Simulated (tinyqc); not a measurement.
Compensation sets the slope of the freeze-out: donors with valley-orbit split 1s states.

Each donor binds at most one electron, in any of its states. For a site s, W_s = sum over its states of g exp(E/kT), and the ionised share is 1/(1 + W_s exp(eta)), eta = (EF - Ec)/kT; n = Nc F_1/2(eta); neutrality n + NA = ND x (mean ionised share); holes are neglected. Nc from N = 2 (m kB T/(4 pi c))^(3/2) with c = hbar^2/2m0, in 1/angstrom^3; times 1e24 for 1/cm^3, m = md. F_j(eta) = (1/Gamma(j + 1)) integral_0^infinity x^j dx/(1 + exp(x - eta)), which tends to exp(eta) for eta << 0.

Constants: hbar^2/2m0 = 3.80998211 eV angstrom^2; kB = 8.617333262e-05 eV/K.

Parameters, chosen for this exercise (near those of As in Si; the results hold for these values, not for the real material):
- md = 1.075 m0 (density-of-states mass of the conduction band)
- E = (53.6, 31.9, 32) meV (binding energies of 1s(A1), 1s(T2), 1s(E))
- g = (2, 6, 4) (their degeneracies with spin)
- ND = 4.3e+15 1/cm^3 (donors)

NA = K ND. The slope energy is -d ln(n T^(-p))/d(1/kT) between 30 and 36 K, with p = 3/4 for K = 0 and p = 3/2 otherwise.

Results:
```
K       n(30 K) (1/cm^3)  n(36 K) (1/cm^3)  slope energy (meV)
0               1.37e+12          8.82e+12               26.76
0.0010          4.00e+11          6.93e+12               40.01
0.010           4.32e+10          1.73e+12               52.94
0.050           8.31e+09          3.44e+11               53.52
0.20            1.75e+09          7.26e+10               53.54
0.50            4.37e+08          1.81e+10               53.55
```

What does the comparison show, and why?

Without acceptors the slope is 26.76 meV, against half the ground-state energy, 26.80; with K = 0.05 it is 53.52 meV, against the full 53.6. The full energy (less a few meV where excited levels lie within a few kT) shows where n is far below NA, since the acceptors then hold EF near the donor level: n(36 K)/NA is 1.6 for K = 0.001 and 0.0016 for K = 0.05; for K = 0.001 the sample is still in or near the uncompensated regime, where p = 3/2 is the wrong power, so that slope means little.

(tinyqc, `OMP_NUM_THREADS=1 python tinyqc.py 1682708 1682709 out.jsonl`, Intel(R) Xeon(R) Processor @ 2.30GHz, 1 thread, shared host, about 0.01 s.)
